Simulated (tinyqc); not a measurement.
Two-junction solar cell, detailed-balance limit: one step of the calculation.

The top cell takes all photons above E1, the bottom cell those between E2 and E1. Each cell follows J = Jsc - J0 (exp(V/Vt) - 1) with J0 = q ge Phi(gap, T)/ERE; light emitted by one cell and absorbed by the other is left out. In series both carry one current; wired apart (four terminals) each works at its own maximum power point. Efficiencies are counted against Pin = fs X sigma Ts^4.

Question. Maximum power, in series and apart. In series V(J) = Vt [ln((J1 - J)/J01 + 1) + ln((J2 - J)/J02 + 1)], and J V(J) is largest where V = J Vt [1/(J1 - J + J01) + 1/(J2 - J + J02)]. Apart, each cell has (1 + v) exp(v) = 1 + Jsc/J0 at its maximum power point, v = Vmp/Vt.

Parameters, values chosen for the exercise: cell temperature T = 320 K.

Constants: q = 1.602176634e-19 C, kB = 1.380649e-23 J/K, Vt = kB T/q. Results are converted to the units shown.

J1 = 64.717362 mA/cm^2
J2 = 70.205541 mA/cm^2
J01 = 4.5970329e-22 mA/cm^2
J02 = 1.3810886e-7 mA/cm^2
Pin = 294.07469 mW/cm^2

Wanted: series Jmp; series Vmp; series efficiency; top cell alone; bottom cell behind it.

Answer.

series Jmp = 63.61 mA/cm^2
series Vmp = 1.845 V
series efficiency = 39.91 %
top cell alone = 29.37 %
bottom cell behind it = 10.67 %

Wired apart the cells give 40.04 %; the series connection loses 0.13 points of that.

Computed by the program tinyqc: `OMP_NUM_THREADS=1 python tinyqc.py 2820105 2820106 out.jsonl`, one thread of a shared Intel Xeon 2.30GHz, about 0.01 s for the whole run.
